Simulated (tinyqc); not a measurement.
# On-chip interconnect, size-dependent resistivity and RC delay, step by step

Numbers from tinyqc (`OMP_NUM_THREADS=1 python tinyqc.py 2100148 2100149 out.jsonl`; about 0.01 s on one thread of a shared Intel Xeon 2.30GHz). Printed values are rounded.

A rectangular line between two neighbours and two ground planes. Surface and grain-boundary scattering are added to the bulk resistivity as corrections; capacitances are parallel-plate values without fringing; inductance is ignored.

Parameters, values chosen for the exercise; metal values close to those of copper:
```
symbol,value,unit,meaning
rho0,1.7,uohm cm,bulk resistivity
lam,40.1,nm,bulk mean free path
ps,0.3,,specular share of surface scattering
Rg,0.58,,reflection coefficient of grain boundaries
gr,2,,grain size over the metal width
wd,19,nm,drawn line width
AR,1.9,,"aspect ratio, height over width"
tl,1.7,nm,"liner on both walls and the bottom, not conducting"
sp,19,nm,space to the neighbouring lines
hd,34,nm,dielectric height to the planes above and below
ek,2.7,,relative permittivity of the dielectric
Mf,2,,Miller factor of the neighbours
Lw,92,um,line length
Rd,1900,ohm,driver resistance
Cl,0.11,fF,load capacitance
dt,18,ps,time step
```

Constants: eps0 = 8.8541878128e-12 F/m. Results are converted to the units shown.

Range of the model: The metal width is under the mean free path, where the thick-limit surface term and the simple sum of corrections lose accuracy.

## Resistivity, resistance and capacitance per length

Metal width x = wd - 2 tl, height y = AR wd - tl; grain boundaries (Mayadas-Shatzkes): al = (lam/(gr x)) Rg/(1 - Rg), g = 1/[1 - 3 al/2 + 3 al^2 - 3 al^3 ln(1 + 1/al)] - 1; surfaces (Fuchs-Sondheimer, thick limit): s = (3/8) lam (1 - ps)(1/x + 1/y); rho = rho0 (1 + g + s); r = rho/(x y); c = eps0 ek (2 wd/hd + 2 Mf AR wd/sp).

x = 15.6 nm
y = 34.4 nm
al = 1.77488
g = 2.41826
s = 0.980755
rho = 7.47833 uohm cm
r = 139.355 ohm/um
c = 0.208407 fF/um

rho is 4.40 times the bulk value; grain boundaries add more (2.42 against 0.981). The liner takes 21.8 % of the cross-section.

## Ladder and Elmore delays

5 equal pi sections: series Rs = r Lw/5; node capacitances c Lw/5, halved at nodes 0 and 5, with Cl added to node 5; Rd feeds node 0. Elmore delay of node k: the sum, over the resistors on the path to k, of resistance times all capacitance downstream of it.

Rs = 2564.13 ohm

| node | C (fF) | Elmore delay (ps) |
|---|---|---|
| 0 | 1.91734 | 36.6385 |
| 1 | 3.83468 | 81.1673 |
| 2 | 3.83468 | 115.864 |
| 3 | 3.83468 | 140.727 |
| 4 | 3.83468 | 155.758 |
| 5 | 2.02734 | 160.956 |

The far-end value equals Rd (c Lw + Cl) + r Lw (c Lw/2 + Cl) for any number of pi sections; the line resistance contributes 77.2 % of it.

## Step 1: node voltages after a time step

| node | v at t = 0 (V) |
|---|---|
| 0 | 0 |
| 1 | 0 |
| 2 | 0 |
| 3 | 0 |
| 4 | 0 |
| 5 | 0 |

A 1 V step is applied behind Rd at t = 0. C dv/dt = -G v + b, with G the conductance matrix of the ladder (1/Rs between neighbours, 1/Rd added at node 0) and b = (1 V/Rd, 0, ...). Backward Euler step: (C/dt + G) v(new) = (C/dt) v + b.

| node | v at t = 1 dt (V) |
|---|---|
| 0 | 0.631692 |
| 1 | 0.307178 |
| 2 | 0.150462 |
| 3 | 0.075938 |
| 4 | 0.042894 |
| 5 | 0.033282 |

## Step 2: node voltages after a time step

As before.

| node | v at t = 2 dt (V) |
|---|---|
| 0 | 0.763124 |
| 1 | 0.479349 |
| 2 | 0.289622 |
| 3 | 0.175912 |
| 4 | 0.116815 |
| 5 | 0.098097 |

## Course in time

A 1 V step is applied behind Rd at t = 0. C dv/dt = -G v + b, with G the conductance matrix of the ladder (1/Rs between neighbours, 1/Rd added at node 0) and b = (1 V/Rd, 0, ...). Backward Euler step: (C/dt + G) v(new) = (C/dt) v + b. The last column solves the same ladder exactly by its modes.

Voltages (V):

| t (ps) | node 0 | node 2 | node 5 | node 5, exact |
|---|---|---|---|---|
| 18.00 | 0.6317 | 0.1505 | 0.0333 | 0.0113 |
| 36.00 | 0.7631 | 0.2896 | 0.0981 | 0.0804 |
| 54.00 | 0.8146 | 0.3966 | 0.1793 | 0.1787 |
| 72.00 | 0.8451 | 0.4797 | 0.2643 | 0.2774 |
| 90.00 | 0.8671 | 0.5471 | 0.3460 | 0.3674 |
| 108.0 | 0.8844 | 0.6036 | 0.4213 | 0.4472 |
| 126.0 | 0.8989 | 0.6521 | 0.4891 | 0.5172 |
| 144.0 | 0.9113 | 0.6941 | 0.5496 | 0.5785 |
| 162.0 | 0.9220 | 0.7309 | 0.6031 | 0.6319 |
| 180.0 | 0.9314 | 0.7632 | 0.6504 | 0.6786 |
| 198.0 | 0.9396 | 0.7915 | 0.6921 | 0.7194 |
| 216.0 | 0.9468 | 0.8165 | 0.7289 | 0.7550 |

The far end of the ladder reaches 0.5 V at 121.3 ps, 0.754 of its Elmore delay (ln 2 = 0.693 for a single pole); the slowest mode has a time constant of 132.6 ps. The largest error of the backward Euler steps at that node is 29 mV.
